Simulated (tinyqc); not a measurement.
Inside a calculation. Method: UHF in the 3-21g basis, for H2+, spin multiplicity 2. One step of it, computed by the program tinyqc.

Question. Iteration 2 (converged): orbitals. Diagonalise F' = X^T F X, C = X C', fill 1 alpha and 0 beta electrons from the bottom; D(s) = C_occ C_occ^T. Each column has its largest component positive (the first on a tie).

F(alpha) (hartree), order 1H 1s, 1H 2s, 2H 1s, 2H 2s:
```
[[-0.385122, -0.761632, -0.407785, -0.549313],
 [-0.761632, -0.737016, -0.549313, -0.654263],
 [-0.407785, -0.549313, -0.385122, -0.761632],
 [-0.549313, -0.654263, -0.761632, -0.737016]]
```

F(beta) (hartree), order 1H 1s, 1H 2s, 2H 1s, 2H 2s:
```
[[0.036400, -0.390343, -0.181670, -0.253761],
 [-0.390343, -0.351679, -0.253761, -0.305175],
 [-0.181670, -0.253761, 0.036400, -0.390343],
 [-0.253761, -0.305175, -0.390343, -0.351679]]
```

X, order 1H 1s, 1H 2s, 2H 1s, 2H 2s:
```
[[1.239669, -0.484235, 0.017049, 0.022341],
 [-0.484235, 1.505133, 0.022341, -0.502816],
 [0.017049, 0.022341, 1.239669, -0.484235],
 [0.022341, -0.502816, -0.484235, 1.505133]]
```

Give: F' = X^T F X; orbital energies; coefficients C; F' = X^T F X; orbital energies; coefficients C; D(alpha) after iteration 2; D(beta) after iteration 2.

Answer.

F' = X^T F X (alpha) (hartree):
```
[[0.1242, -0.6661, -0.1514, -0.1605],
 [-0.6661, -0.1245, -0.1605, -0.2286],
 [-0.1514, -0.1605, 0.1242, -0.6661],
 [-0.1605, -0.2286, -0.6661, -0.1245]]
```

orbital energies (alpha) (hartree): [-1.0326, -0.3229, 0.6524, 0.7027]

coefficients C (alpha), order 1H 1s, 1H 2s, 2H 1s, 2H 2s:
```
[[0.3120, 0.2842, 0.8939, -0.8916],
 [0.3401, 0.8536, -0.7024, 1.1898],
 [0.3120, -0.2842, 0.8939, 0.8916],
 [0.3401, -0.8536, -0.7024, -1.1898]]
```

F' = X^T F X (beta) (hartree):
```
[[0.4307, -0.5092, -0.0525, -0.0511],
 [-0.5092, 0.0259, -0.0511, -0.1204],
 [-0.0525, -0.0511, 0.4307, -0.5092],
 [-0.0511, -0.1204, -0.5092, 0.0259]]
```

orbital energies (beta) (hartree): [-0.4663, -0.1733, 0.7500, 0.8029]

coefficients C (beta), order 1H 1s, 1H 2s, 2H 1s, 2H 2s:
```
[[0.2192, 0.2009, 0.9210, -0.9140],
 [0.4100, 0.9594, -0.6640, 1.1062],
 [0.2192, -0.2009, 0.9210, 0.9140],
 [0.4100, -0.9594, -0.6640, -1.1062]]
```

D(alpha) after iteration 2, order 1H 1s, 1H 2s, 2H 1s, 2H 2s:
```
[[0.0974, 0.1061, 0.0974, 0.1061],
 [0.1061, 0.1156, 0.1061, 0.1156],
 [0.0974, 0.1061, 0.0974, 0.1061],
 [0.1061, 0.1156, 0.1061, 0.1156]]
```

D(beta) after iteration 2, order 1H 1s, 1H 2s, 2H 1s, 2H 2s:
```
[[0.0000, 0.0000, 0.0000, 0.0000],
 [0.0000, 0.0000, 0.0000, 0.0000],
 [0.0000, 0.0000, 0.0000, 0.0000],
 [0.0000, 0.0000, 0.0000, 0.0000]]
```
